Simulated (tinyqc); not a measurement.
Comparisons within one model: Franz-Keldysh effect at a direct gap. A value that a table varies takes the place of the one given here.

Parabolic bands, vertical transitions, no excitons. For each hole band j: mr = me mj/(me + mj); joint density of states J_j(E) = (mr/c)^(3/2) sqrt(E - Eg)/(2 pi^2), both spins, c = hbar^2/2m0; averaged matrix element |e.p|^2 = m0 Ep/6; alpha_j(E) = 4 pi^2 alpha_f c Ep J_j/(3 nr E) in 1/angstrom (alpha_f the fine-structure constant, listed as alpha among the constants), times 1e8 for 1/cm.

In a field Fd (1 kV/cm = 1e-5 V/angstrom) the electro-optic energy of band j is th = (c (e Fd)^2/mr)^(1/3), and sqrt(E - Eg) in J_j is replaced by pi sqrt(th) [Ai'(b)^2 - b Ai(b)^2] with b = (Eg - E)/th; Ai is the Airy function.

Constants: hbar^2/2m0 = 3.80998211 eV angstrom^2; fine-structure constant alpha = 0.007297352564.

Inputs chosen for the exercise (near those of GaAs; the results hold for these values, not for the real material):
- Eg = 1.393 eV (direct gap)
- me = 0.0686 m0 (electron mass)
- mhh = 0.507 m0 (heavy-hole mass)
- mlh = 0.0833 m0 (light-hole mass)
- Ep = 24.9 eV (Kane energy)
- nr = 3.65 (refractive index)
- Fd = 130 kV/cm (uniform field)
- det = 40 meV (detuning below the gap)

## Spectrum around the gap

Absorption (1/cm):

| E - Eg (eV) | alpha(0) | alpha(F) | change |
|---|---|---|---|
| -0.1185 | 0 | 2.727 | 3 |
| -0.0948 | 0 | 11.76 | 12 |
| -0.0711 | 0 | 45.93 | 46 |
| -0.0474 | 0 | 159.9 | 160 |
| -0.0237 | 0 | 487.1 | 487 |
| 0.0000 | 0 | 1272 | 1272 |
| 0.0237 | 4092 | 2787 | -1305 |
| 0.0474 | 5692 | 5005 | -687 |
| 0.0711 | 6859 | 7235 | 376 |
| 0.0948 | 7794 | 8459 | 665 |
| 0.1185 | 8577 | 8607 | 30 |
| 0.1422 | 9251 | 8909 | -342 |
| 0.1896 | 10362 | 1.051e+04 | 151 |
| 0.2370 | 11248 | 1.129e+04 | 46 |

At the gap alpha(F) = 1272 1/cm; 94.8 meV below it 11.8 1/cm remain, the tail falling as exp(-(4/3) b^(3/2)). Among the energies listed the largest rise is 1272 1/cm at E - Eg = 0.0 meV and the largest fall -1305 1/cm at 23.7 meV. It changes sign between 0.0 and 23.7 meV, between 47.4 and 71.1 meV, between 118.5 and 142.2 meV and between 142.2 and 189.6 meV; th is 47.4 meV for heavy holes and 55.5 meV for light holes.

## Tail absorption against field

At E = Eg - det; the field takes the values listed. The last column is the length for 10 dB of loss.

Results:

| Fd (kV/cm) | th heavy (meV) | b heavy | alpha (1/cm) | length (micrometre) |
|---|---|---|---|---|
| 10 | 8.58 | 4.665 | 0.000728 | 3.16e+07 |
| 20 | 13.61 | 2.939 | 0.349 | 6.59e+04 |
| 40 | 21.61 | 1.851 | 11.6 | 1.98e+03 |
| 60 | 28.31 | 1.413 | 43.6 | 528 |
| 100 | 39.80 | 1.005 | 144 | 160 |
| 150 | 52.16 | 0.767 | 288 | 80.1 |
| 250 | 73.32 | 0.546 | 556 | 41.4 |
| 400 | 100.29 | 0.399 | 885 | 26.0 |

alpha grows by 4.8 decades from 10 to 60 kV/cm and by a factor 1.59 over the last step, where the field grows by 1.6: the exponent (4/3) b^(3/2) goes as 1/Fd, so the gain is steep only while b > 1 (deep in the tail the light-hole pair, with its smaller b, carries most of it), that is up to 100 kV/cm of those listed. Values below about 10 1/cm lie under the Urbach and exciton tails of a real crystal, left out here.

## What moves the tail

At E = Eg - det. Each row changes one parameter from the base and keeps the others.

Results:

| case | th heavy (meV) | alpha (1/cm) |
|---|---|---|
| base | 47.410 | 229.9 |
| Fd = 169 kV/cm | 56.471 | 341.6 |
| det = 50 meV | 47.410 | 140.3 |
| me = 0.0789 m0 | 45.518 | 245.7 |
| mlh = 0.1083 m0 | 47.410 | 238.1 |
| Ep = 27.4 eV | 47.410 | 253.0 |
| nr = 3.83 | 47.410 | 219.1 |

The largest shifts from the base row, up to three for each result and ties (the steps differ in size, so this ranks the rows, not the parameters). th heavy (meV): Fd +9.062, me -1.892; unchanged at the printed digits by det, mlh, Ep and nr. alpha (1/cm): Fd +112, det -89.6, Ep +23.1.

Program tinyqc; command `OMP_NUM_THREADS=1 python tinyqc.py 1650988 1650989 out.jsonl`; about 0.01 s on one thread of a shared Intel(R) Xeon(R) Processor @ 2.30GHz.
